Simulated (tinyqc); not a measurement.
Inside a calculation. Method: Jacobi rotations on a symmetric matrix. Computed by tinyqc, a small Python program that keeps every step. Settings: method = jacobi. Command: `OMP_NUM_THREADS=1 python tinyqc.py 29362 29363 out.jsonl` (the two numbers bound the seeds that draw the settings). One thread of a shared host (Intel(R) Xeon(R) Processor @ 2.60GHz), about 0.01 s of CPU time with the checks.

## Jacobi rotation 1

A:
```
[[0.3560, 0.1910, 0.5760],
 [0.1910, 1.3080, 0.9670],
 [0.5760, 0.9670, 4.3660]]
```

Take the largest off-diagonal element A_pq; tan 2 theta = 2 A_pq / (A_qq - A_pp) with |theta| <= pi/4; A' = J^T A J with J_pp = J_qq = cos, J_pq = sin, J_qp = -sin.

p, q, theta (rad): [2.0000, 3.0000, 0.2820]

A':
```
[[0.3560, 0.0232, 0.6064],
 [0.0232, 1.0279, 0.0000],
 [0.6064, 0.0000, 4.6461]]
```

## Jacobi rotation 2

As before.

p, q, theta (rad): [1.0000, 3.0000, 0.1378]

A':
```
[[0.2719, 0.0230, 0.0000],
 [0.0230, 1.0279, 0.0032],
 [0.0000, 0.0032, 4.7302]]
```

## All rotations

The off-diagonal norm falls at every rotation.

Rotations:
```
step  p  q      theta  off-diagonal norm
1     2  3     0.2820           8.58e-01
2     1  3     0.1378           3.28e-02
3     1  2     0.0303           4.50e-03
4     2  3     0.0009           1.37e-04
5     1  3  -2.17e-05           1.17e-07
6     1  2   1.10e-07           2.55e-12
```

eigenvalues: [0.2712, 1.0286, 4.7302]
